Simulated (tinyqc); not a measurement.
Inside a calculation. Method: G0W0 on RHF in the sto-3g basis, for H2, spin multiplicity 1. One step of it, computed by the program tinyqc.

Problem. Screening: direct RPA. With D = e_a - e_i and K = (ia|jb): diagonalise D^(1/2) (D + 4K) D^(1/2) = Z w^2 Z^T; X + Y = D^(1/2) Z w^(-1/2), each column of Z with its largest component positive (the first on a tie); E_c = (sum w - tr (D + 2K)) / 2.

orbital energies (hartree): MO1 -0.562741, MO2 0.632337

Two-electron integrals over orbitals (pq|rs), unique and non-zero (hartree):
```
(11|11) 0.667322   (21|21) 0.183418   (22|11) 0.656999   (22|22) 0.690550
```

Give: D^(1/2) (D + 4K) D^(1/2); excitation energies w; X + Y; RPA correlation energy.

Solution.

D^(1/2) (D + 4K) D^(1/2) (hartree^2), order 1>2:
$$\begin{pmatrix}
2.3050
\end{pmatrix}$$

excitation energies w (hartree): [1.5182]

X + Y, order 1>2:
$$\begin{pmatrix}
0.8872
\end{pmatrix}$$

RPA correlation energy = -0.021844 hartree
